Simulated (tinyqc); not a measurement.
RHF in the sto-3g basis, for B+, spin multiplicity 1, step by step. One step of it, computed by the program tinyqc.

Problem. Iteration 1: building the Fock matrix. J_ij = sum D_kl (ij|kl), K_ij = sum D_kl (ik|jl); F = H + J - 0.5 K; E = tr D H + tr D J / 2 - 0.25 tr D K + E_nn.

D at the start:
```
            1B 1s      1B 2s    1B 2px    1B 2py    1B 2pz
1B 1s    2.156421  -0.580784  0.000000  0.000000  0.000000
1B 2s   -0.580784   2.156421  0.000000  0.000000  0.000000
1B 2px   0.000000   0.000000  0.000000  0.000000  0.000000
1B 2py   0.000000   0.000000  0.000000  0.000000  0.000000
1B 2pz   0.000000   0.000000  0.000000  0.000000  0.000000
```

core Hamiltonian H = T + V (hartree):
```
             1B 1s      1B 2s     1B 2px     1B 2py     1B 2pz
1B 1s   -12.321086  -3.187330   0.000000   0.000000   0.000000
1B 2s    -3.187330  -3.412465   0.000000   0.000000   0.000000
1B 2px    0.000000   0.000000  -2.617559   0.000000   0.000000
1B 2py    0.000000   0.000000   0.000000  -2.617559   0.000000
1B 2pz    0.000000   0.000000   0.000000   0.000000  -2.617559
```

Two-electron integrals (ij|kl) in chemists' order, unique and non-zero (hartree):
```
(11|11) 2.923513   (21|11) 0.518376   (21|21) 0.109262   (22|11) 0.744229
(22|21) 0.193177   (22|22) 0.544804   (31|31) 0.020264   (32|31) 0.029996
(32|32) 0.120346   (33|11) 0.742491   (33|21) 0.193240   (33|22) 0.544682
(33|33) 0.586773   (41|41) 0.020264   (42|41) 0.029996   (42|42) 0.120346
(43|43) 0.031630   (44|11) 0.742491   (44|21) 0.193240   (44|22) 0.544682
(44|33) 0.523513   (44|44) 0.586773   (51|51) 0.020264   (52|51) 0.029996
(52|52) 0.120346   (53|53) 0.031630   (54|54) 0.031630   (55|11) 0.742491
(55|21) 0.193240   (55|22) 0.544682   (55|33) 0.523513   (55|44) 0.523513
(55|55) 0.586773
```

nuclear repulsion = 0 hartree

Give: Coulomb J; exchange K; Fock matrix F; total energy of this density.

Solution.

Coulomb J (hartree):
```
        1B 1s  1B 2s  1B 2px  1B 2py  1B 2pz
1B 1s   7.307  1.407   0.000   0.000   0.000
1B 2s   1.407  2.555   0.000   0.000   0.000
1B 2px  0.000  0.000   2.551   0.000   0.000
1B 2py  0.000  0.000   0.000   2.551   0.000
1B 2pz  0.000  0.000   0.000   0.000   2.551
```

exchange K (hartree):
```
        1B 1s  1B 2s  1B 2px  1B 2py  1B 2pz
1B 1s   5.938  1.039   0.000   0.000   0.000
1B 2s   1.039  1.186   0.000   0.000   0.000
1B 2px  0.000  0.000   0.268   0.000   0.000
1B 2py  0.000  0.000   0.000   0.268   0.000
1B 2pz  0.000  0.000   0.000   0.000   0.268
```

Fock matrix F (hartree):
```
         1B 1s   1B 2s  1B 2px  1B 2py  1B 2pz
1B 1s   -7.983  -2.299   0.000   0.000   0.000
1B 2s   -2.299  -1.450   0.000   0.000   0.000
1B 2px   0.000   0.000  -0.201   0.000   0.000
1B 2py   0.000   0.000   0.000  -0.201   0.000
1B 2pz   0.000   0.000   0.000   0.000  -0.201
```

total energy of this density = -23.94847 hartree
